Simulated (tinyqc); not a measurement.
Gupta-type many-body potential for a metal: one step, computed by the program tinyqc. Command: `OMP_NUM_THREADS=1 python tinyqc.py 3026402 3026403 out.jsonl gupta walk`. One thread of a shared host (Intel(R) Xeon(R) Processor @ 2.30GHz), about 0.01 s of CPU time with the checks.

E_i = sum_j A exp(-p (r_ij/r0 - 1)) - xi rho_i^gamma, with rho_i = sum_j exp(-2 q (r_ij/r0 - 1)); gamma = 1/2 is the tight-binding second-moment form. The crystal is fcc unless stated; d is the neighbour distance and a fixed number of shells is kept.

Task: Equilibrium of the fcc crystal. fcc shells: d sqrt(k), k = 1..5, with 12, 6, 24, 12, 24 atoms; Omega = d^3/sqrt2. Equilibrium: dE/dd = 0; B = d^2 E''(d)/(9 Omega).

Inputs (values chosen for the exercise, for a model metal):
```
quantity,value,unit
repulsion A,0.168,eV
hopping xi,1.38,eV
decay p,10.7,-
decay q,3.79,-
reference distance r0,2.749,angstrom
shells kept,1,-
embedding exponent gamma,0.55,-
```

Constants: 1 eV/angstrom^3 = 160.2176634 GPa.

Give: neighbour distance d; lattice constant; cohesive energy E_c; bulk modulus B.

Result:

neighbour distance d = 2.730 angstrom

lattice constant = 3.861 angstrom

cohesive energy E_c = 3.400 eV

bulk modulus B = 185.1 GPa
